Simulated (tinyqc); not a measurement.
Length of a molecular wire: coherent transport through a tight-binding bridge. Computed by the program tinyqc. T = Gamma_L Gamma_R |G_1n|^2 with the self-energies of semi-infinite chains.

A uniform bridge between two chains:
```
parameter,value
site energy (eV),2.160000
hopping in the bridge (eV),1.490000
lead hopping (eV),1.530000
couplings (eV),"0.77, 1.07"
E (eV),-0.430000
```

Transmission against length:
```
sites,T,ln T
2,1.1254e-01,-2.1844
3,1.3007e-01,-2.0397
5,8.3305e-01,-0.1827
6,4.4283e-01,-0.8146
7,1.6598e-01,-1.7959
8,1.1345e-01,-2.1764
9,1.2661e-01,-2.0666
10,2.3970e-01,-1.4284
```

Estimate the missing row, sites = 4.

Computed row:
```
sites           T     ln T
4      2.5730e-01  -1.3575
```

E lies inside the band of the bridge (|E - e|/2h = 0.869 < 1): T does not decay but oscillates with length, between 0.113 and 0.833 here, as levels of the bridge pass E.
